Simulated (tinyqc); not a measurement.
# Graded p-n junction, non-linear Poisson equation by Newton steps: effects of single changes

One dimension, p side on the left, n side on the right; net doping C = (Nd - Na)/2 + ((Nd + Na)/2) tanh(x/Lg). The potential psi is counted from the intrinsic level, and the quasi-Fermi potentials are flat: 0 for holes and -V for electrons, so n = ni exp((psi + V)/Vt) and p = ni exp(-psi/Vt) (Boltzmann statistics, full ionisation, no current).

Parameters, values chosen for the exercise; band and dielectric values close to those of gallium arsenide: temperature T = 300 K; band gap Eg = 1.42 eV; relative permittivity eps_r = 13.1; conduction-band density of states at T Nc = 4.47e17 cm^-3; valence-band density of states at T Nv = 8.99e18 cm^-3; acceptor density of the p side Na = 8.4e16 cm^-3; donor density of the n side Nd = 2.1e16 cm^-3; bias of the p side against the n side V = 0 V; grading length Lg = 220 nm.

Constants: q = 1.602176634e-19 C, kB = 1.380649e-23 J/K, Vt = kB T/q, eps0 = 8.8541878128e-14 F/cm where lengths are in cm. Results are converted to the units shown.

Each table varies one quantity; the others keep the values above.

## Capacitance and field against bias

The Poisson equation d/dx(eps0 eps_r dpsi/dx) = -q (p - n + C) is solved on a mesh of more than 1000 nodes that ends in neutral material (psi_p = -Vt ln(Na/ni), psi_n = Vt ln(Nd/ni) - V). C_j = q d/dV of the integral of p over x, from the linearised equation. ni = sqrt(Nc Nv) exp(-Eg/(2 Vt)), Eg in volts. Depletion approximation: Vbi = Vt ln(Na Nd/ni^2), W = sqrt(2 eps0 eps_r (Vbi - V)(1/Na + 1/Nd)/q), xp = W Nd/(Na + Nd), xn = W Na/(Na + Nd), peak field 2 (Vbi - V)/W, capacitance eps0 eps_r/W. The last column applies it to an abrupt Na-Nd junction.

Result of one run:

| V (V) | peak \|E\| (kV/cm) | C_j (nF/cm^2) | 1/C_j^2 (cm^4/uF^2) | eps0 eps_r/C_j (nm) | abrupt depletion C (nF/cm^2) |
|---|---|---|---|---|---|
| -5.25 | 123.5 | 13.80 | 5255 | 840.8 | 15.53 |

What becomes of these results when the bias of the p side against the n side V is changed from -5.25 to -0.75 V, all else the same?

Result of the changed run:

| V (V) | peak \|E\| (kV/cm) | C_j (nF/cm^2) | 1/C_j^2 (cm^4/uF^2) | eps0 eps_r/C_j (nm) | abrupt depletion C (nF/cm^2) |
|---|---|---|---|---|---|
| -0.75 | 57.41 | 22.58 | 1962 | 513.8 | 28.15 |

The whole series:

| V (V) | peak \|E\| (kV/cm) | C_j (nF/cm^2) | 1/C_j^2 (cm^4/uF^2) | eps0 eps_r/C_j (nm) | abrupt depletion C (nF/cm^2) |
|---|---|---|---|---|---|
| 0 | 41.42 | 27.46 | 1327 | 422.5 | 35.77 |
| -0.75 | 57.41 | 22.58 | 1962 | 513.8 | 28.15 |
| -1.5 | 71.05 | 19.80 | 2552 | 585.9 | 23.96 |
| -2.25 | 83.20 | 17.91 | 3116 | 647.5 | 21.21 |
| -3 | 94.32 | 16.52 | 3664 | 702.1 | 19.23 |
| -3.75 | 104.6 | 15.43 | 4202 | 751.9 | 17.72 |
| -4.5 | 114.3 | 14.54 | 4731 | 797.8 | 16.52 |
| -5.25 | 123.5 | 13.80 | 5255 | 840.8 | 15.53 |
| -6 | 132.2 | 13.16 | 5773 | 881.3 | 14.70 |

With V going from 0 to -6 V, C_j falls from 27.5 to 13.2 nF/cm^2 and the peak field rises from 41.4 to 132 kV/cm. The slope of 1/C_j^2, read as N = 2/(q eps0 eps_r |slope|), gives 1.27e16 cm^-3 between the first two rows and 1.56e16 cm^-3 between the last two, against Na Nd/(Na + Nd) = 1.68e16 cm^-3; it is not a straight line, so no single doping describes it. At the end C_j goes as (Vbi - V)^(-0.43) with Vbi = 1.22 V, and it is 10 % below the abrupt depletion formula (at the first row 23 % below it).

## Effect of the grading length

Same model as above.

The abrupt values quoted are those of these depletion formulas.

Result of one run:

| Lg (nm) | peak \|E\| (kV/cm) | C_j (nF/cm^2) | eps0 eps_r/C_j (nm) |
|---|---|---|---|
| 28 | 64.9 | 35.9 | 323 |

What becomes of these results when the grading length Lg is changed from 28 to 110 nm, all else the same?

Result of the changed run:

| Lg (nm) | peak \|E\| (kV/cm) | C_j (nF/cm^2) | eps0 eps_r/C_j (nm) |
|---|---|---|---|
| 110 | 50.5 | 31.8 | 365 |

The whole series:

| Lg (nm) | peak \|E\| (kV/cm) | C_j (nF/cm^2) | eps0 eps_r/C_j (nm) |
|---|---|---|---|
| 28 | 64.9 | 35.9 | 323 |
| 39 | 62.2 | 35.4 | 328 |
| 55 | 58.8 | 34.6 | 335 |
| 78 | 54.8 | 33.4 | 347 |
| 110 | 50.5 | 31.8 | 365 |
| 160 | 45.6 | 29.6 | 393 |
| 220 | 41.4 | 27.5 | 422 |

As Lg grows from 28 to 220 nm, the peak field falls from 64.9 to 41.4 kV/cm and C_j falls from 35.9 to 27.5 nF/cm^2. The abrupt depletion formulas give 75.3 kV/cm and W = 324 nm; the first row's field is 14 % below that and the last row's 45 % below it. The same voltage drops over a longer distance, so the field falls.

Numbers from tinyqc (`OMP_NUM_THREADS=1 python tinyqc.py 2000095 2000096 out.jsonl`; about 0.04 s on one thread of a shared Intel Xeon 2.30GHz).
